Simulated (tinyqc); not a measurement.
## Van der Pauw, Hall and four-point-probe measurements on a doped layer: correction factor against the shape of the sample

A uniform p-type layer with sheet resistance Rs = 1/(q ns mu), point contacts, low field (mu B small).

Rs = 1/(q ns mu). For a rectangle with contacts at the corners, RA = (8 Rs/pi) sum_(k>=0) ln coth((2k + 1) pi a/(2 b)) with current along a short side b and voltage along the opposite one, RB the same with a and b exchanged. ar = a/b. F = Rs/[(pi/ln 2)(RA + RB)/2]; small-asymmetry estimate 1 - (ln 2/2) d^2 - ((ln 2)^2/4 - (ln 2)^3/12) d^4 with d = (RB - RA)/(RB + RA).

Values chosen for this exercise: sheet density of the layer ns = 1.7e14 cm^-2; drift mobility mu = 96 cm^2/(V s).

Constants: q = 1.602176634e-19 C. Results are converted to the units shown.

Results:
```
ar,RA (ohm),RB (ohm),RB/RA,F,estimate of F
1,84.38,84.38,1.000,1.000,1.000
1.23,40.89,152.7,3.734,0.8718,0.8741
1.69,9.633,313.6,32.55,0.5221,0.6213
1.91,4.826,395.4,81.92,0.4217,0.5862
2.14,2.343,482.1,205.8,0.3484,0.5713
2.37,1.138,569.4,500.6,0.2958,0.5653
2.6,0.5523,657.1,1190,0.2566,0.5628
```

Estimate the missing row, ar = 1.46.

Computed row:
```
ar,RA (ohm),RB (ohm),RB/RA,F,estimate of F
1.46,19.84,230.6,11.62,0.6738,0.7082
```

With this row back in the table: RB/RA rises from 1.00 to 1190 and F falls from 1.00 to 0.257. The estimate is 5.1 % above F at a/b = 1.46 and 2.19 times it in the last row. RA shrinks about as exp(-pi a/b): by a factor of 2.06 between the last two rows, against 2.06.

Computed by the program tinyqc: `OMP_NUM_THREADS=1 python tinyqc.py 2850210 2850211 out.jsonl`, one thread of a shared Intel Xeon 2.30GHz, about 0.01 s for the whole run.
